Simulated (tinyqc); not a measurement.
Comparisons within one model: shallow acceptor in the spherical four-band model. A value that a table varies takes the place of the one given here.

The ground state 1S3/2 has an L = 0 part f(r) and an L = 2 part g(r). In units of Ry* and a*, with Gaussians f_i = exp(-a_i r^2), g_i = r^2 exp(-a_i r^2), A = a_i + a_j and I(n) = Gamma((n + 1)/2)/(2 A^((n + 1)/2)): S_ff = I(2), S_gg = I(6), H_ff = (6 a_i a_j/A) I(2) - 2 I(1), H_gg = (14 a_i a_j/A) I(6) - 2 I(5), H_fg = -mu [15 I(2) - 20 a_j I(4) + 4 a_j^2 I(6)]; each function is then normalised. The split-off band is left out.

Converged values use 22 exponents 2.2^i, i = -7 to 14, for f and for g.

Units Ry* = Ry/(g1 eps^2) and a* = a0 eps g1; mu = (6 g3 + 4 g2)/(5 g1) is the spherical heavy-light coupling and delta = (g3 - g2)/g1 the cubic term, which is left out.

Constants: Ry = 13.60569312 eV; a0 (Bohr radius) = 0.5291772105 angstrom.

Parameters, chosen for this exercise (near those of a shallow acceptor in Ge; not measured data):

| symbol | value | unit | meaning |
|---|---|---|---|
| mus | (0.07, 0.25, 0.49, 0.6, 0.7, 0.86, 0.9) |  | couplings |
| rc | 2.1 | angstrom | radius of the central cell |
| Vs | (3, 1, 0, -1, -2, -3, -4) | eV | central-cell strengths |
| g1 | 13.34 |  | Luttinger gamma1 |
| g2 | 4.25 |  | gamma2 |
| g3 | 5.71 |  | gamma3 |
| eps | 15.7 |  | dielectric constant |

## Strength of the heavy-light coupling

Ry* = 4.1378 meV

Converged values in Ry* and a*; the heavy-mass hydrogen model gives 1/(1 - mu).

Results:

| mu | binding (Ry*) | 1/(1 - mu) | ratio | L = 2 weight | <r> (a*) | binding (meV) |
|---|---|---|---|---|---|---|
| 0.07 | 1.004 | 1.075 | 0.934 | 0.002 | 1.494 | 4.2 |
| 0.25 | 1.060 | 1.333 | 0.795 | 0.027 | 1.428 | 4.4 |
| 0.49 | 1.283 | 1.961 | 0.654 | 0.105 | 1.213 | 5.3 |
| 0.60 | 1.503 | 2.500 | 0.601 | 0.161 | 1.056 | 6.2 |
| 0.70 | 1.857 | 3.333 | 0.557 | 0.223 | 0.874 | 7.7 |
| 0.86 | 3.517 | 7.143 | 0.492 | 0.350 | 0.484 | 14.6 |
| 0.90 | 4.768 | 10.000 | 0.477 | 0.388 | 0.363 | 19.7 |

How do the results move?

The binding starts as 1 + O(mu^2), 1.004 at mu = 0.07, since the coupling enters in second order, and reaches 4.77 at mu = 0.90. The ratio to the heavy-mass model falls from 0.93 to 0.48, towards about 0.44 as mu goes to 1: the bound hole is only partly heavy. The L = 2 weight grows to 0.39 and the radius shrinks by a factor 4.1.

## Central-cell correction

mu = 0.76852
a* = 110.830 angstrom

A short-range term V exp(-r^2/rc^2) is added (negative: attracts the hole); its elements are V S (A/(A + 1/rc^2))^(3/2) for f and ^(7/2) for g, in the same units.

Results:

| V (eV) | 1S binding (meV) | 2S binding (meV) | <r> (angstrom) | L = 2 weight |
|---|---|---|---|---|
| 3.0 | 9.1 | 2.76 | 83.3 | 0.272 |
| 1.0 | 9.3 | 2.79 | 81.4 | 0.273 |
| 0.0 | 9.5 | 2.81 | 80.2 | 0.273 |
| -1.0 | 9.6 | 2.83 | 78.8 | 0.274 |
| -2.0 | 9.8 | 2.86 | 77.1 | 0.275 |
| -3.0 | 10.1 | 2.90 | 75.0 | 0.276 |
| -4.0 | 10.5 | 2.94 | 72.3 | 0.277 |

How do the results move?

From V = 0 to -4 eV the 1S binding grows by 1.1 meV (11 %) and the 2S binding by 0.13 meV, so the chemical shift sits mainly in the ground state. A repulsion of 3 eV removes 0.4 meV. The slope is 0.39 meV per eV over the last step against 0.12 on the repulsive side, since attraction pulls the state into the cell; over this range the level stays shallow.

## What each parameter does

Converged values. Each row changes one parameter from the base and keeps the others.

Results:

| case | mu | Ry* (meV) | binding (meV) | <r> (angstrom) |
|---|---|---|---|---|
| base | 0.769 | 4.14 | 9.45 | 80.2 |
| g1 = 14.41 | 0.711 | 3.83 | 7.33 | 101.8 |
| g2 = 3.61 | 0.730 | 4.14 | 8.35 | 89.8 |
| g3 = 5.25 | 0.727 | 4.14 | 8.27 | 90.5 |
| eps = 17 | 0.769 | 3.53 | 8.06 | 86.8 |

What can be read from the table?

The largest shifts from the base row, up to three for each result and ties (the steps differ in size, so this ranks the rows, not the parameters). mu: g1 -0.057, g3 -0.041, g2 -0.038; unchanged at the printed digits by eps. Ry* (meV): eps -0.61, g1 -0.31; unchanged at the printed digits by g2 and g3. binding (meV): g1 -2.12, eps -1.39, g3 -1.18. <r> (angstrom): g1 +21.6, g3 +10.3, g2 +9.6. g1 acts twice: it lowers Ry* and it lowers mu.

Run: tinyqc, `OMP_NUM_THREADS=1 python tinyqc.py 1251267 1251268 out.jsonl`; Intel(R) Xeon(R) Processor @ 2.30GHz, one thread, shared host; about 0.04 s of CPU time with all checks.
